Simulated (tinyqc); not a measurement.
Charge pumping in an n-channel transistor: one step of the calculation.

The gate is pulsed from accumulation to inversion and back. Energies E are counted from the intrinsic level; Dit(E) = D0 [1 + b (2 E/Eg)^2]. During each edge the traps near the bands emit their carriers, and those between Eh and Ee recombine once a cycle.

Question. Emission levels. ni = sqrt(Nc Nv) exp(-Eg/(2 Vt)), Eg in volts; emission times te = (dV/Va) tf and th = (dV/Va) tr; Ee = -Vt ln(vth sn ni te), Eh = +Vt ln(vth sp ni th).

Parameters, values chosen for the exercise; band and dielectric values close to those of silicon: temperature T = 350 K; band gap Eg = 1.11 eV; conduction-band density of states at 350 K Nc = 3.47e19 cm^-3; valence-band density of states at 350 K Nv = 3.34e19 cm^-3; cross-section for electrons sn = 3.1e-16 cm^2; cross-section for holes sp = 2.2e-16 cm^2; thermal velocity at 350 K, one nominal value for electrons and holes vth = 1.4e7 cm/s; Vth - Vfb dV = 0.62 V; pulse height Va = 1.9 V; rise time tr = 370 ns; fall time tf = 240 ns.

Constants: q = 1.602176634e-19 C, kB = 1.380649e-23 J/K, Vt = kB T/q. Results are converted to the units shown.

Wanted: ni; te; th; Ee; Eh.

Answer.

ni = 3.470e11 cm^-3
te = 78.32 ns
th = 120.7 ns
Ee = 0.2728 eV
Eh = -0.2701 eV

The window covers 48.9 % of the gap.

Range of the model: The Fermi levels of inversion and accumulation are taken to lie beyond Ee and Eh, the flat tops to fill all traps, and no geometric current is added.

Program tinyqc, `OMP_NUM_THREADS=1 python tinyqc.py 2030024 2030025 out.jsonl`; Intel Xeon 2.30GHz, shared host, one thread, about 0.01 s.
